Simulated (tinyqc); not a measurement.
## Read current of a NAND string, cells in series solved by shooting: effect of the bit-line voltage

Cells in series, numbered from 0 at the source line (0 V) to the bit line, each followed by a gap resistance Rg. A cell with gate Vg, threshold VT, source Vs and drain Vd passes I = 2 nf K Vt^2 [F(Vs) - F(Vd)]/(1 + th max(Vg - VT, 0)), F(V) = ln^2(1 + exp((Vg - VT - nf V)/(2 nf Vt))). The selected cell has Vg = Vr, the others Vg = Vp.

For a trial current I start at 0 V and, cell by cell, solve for the drain: sqrt(F(Vd)) = sqrt(F(Vs) - I/k), k = 2 nf K Vt^2/(1 + th max(Vg - VT, 0)), Vd = [Vg - VT - 2 nf Vt ln(exp(sqrt F) - 1)]/nf, then add I Rg. The string current is the I for which the last node reaches Vbl. The apparent threshold is the Vr at which I = Is. Background: all other cells erased (VT = Ve) or all in the highest state (VT = Vh); ratio and shift are high over erased and high minus erased. The string has 32 cells and the selected one is cell 16.

Parameters, values chosen for the exercise; values of the order met in vertical NAND strings:

| symbol | value | unit | meaning |
|---|---|---|---|
| T | 300 | K | temperature |
| K | 4.6 | uA/V^2 | gain factor of a cell |
| nf | 2.4 |  | slope factor |
| th | 0.11 | 1/V | mobility reduction factor |
| Rg | 3 | kohm | resistance of the gap between cells |
| Vp | 7.9 | V | pass voltage |
| Ve | -0.8 | V | threshold of an erased cell |
| Vh | 4 | V | threshold of the highest state |
| Vx | 2.7 | V | threshold of the selected cell |
| Is | 10 | nA | sensing current |
| Vr | 4.13 | V | read voltage on the selected word line |

Constants: q = 1.602176634e-19 C, kB = 1.380649e-23 J/K, Vt = kB T/q. Results are converted to the units shown.

Results:
```
Vbl (V),"I, others erased (uA)","I, others high (uA)",ratio,"apparent VT, erased (V)","apparent VT, high (V)",background shift (mV)
0.1,0.05478,0.03526,0.6437,2.758,2.774,15.45
0.2,0.1071,0.06806,0.6353,2.751,2.763,12.12
0.3,0.1568,0.09834,0.6271,2.751,2.763,12.04
0.4,0.2035,0.1261,0.6193,2.751,2.763,12.03
0.6,0.2859,0.1734,0.6067,2.751,2.763,12.03
0.7,0.3196,0.1929,0.6036,2.751,2.763,12.03
0.8,0.3460,0.2094,0.6052,2.751,2.763,12.03
```

Estimate the missing row, Vbl = 0.5 V.

Computed row:
```
Vbl (V),"I, others erased (uA)","I, others high (uA)",ratio,"apparent VT, erased (V)","apparent VT, high (V)",background shift (mV)
0.5,0.2468,0.1511,0.6123,2.751,2.763,12.03
```

With this row back in the table: As Vbl goes from 0.1 to 0.8 V, the current with erased neighbours rises from 0.0548 to 0.346 uA, that with high neighbours rises from 0.0353 to 0.209 uA and the ratio goes from 0.644 through a minimum of 0.604 (at Vbl = 0.7 among the rows listed) to 0.605. The background shift falls from 15.5 to 12.0 mV.

tinyqc, about 0.5 s, one thread, Intel Xeon 2.30GHz (shared host): `OMP_NUM_THREADS=1 python tinyqc.py 2142053 2142054 out.jsonl`
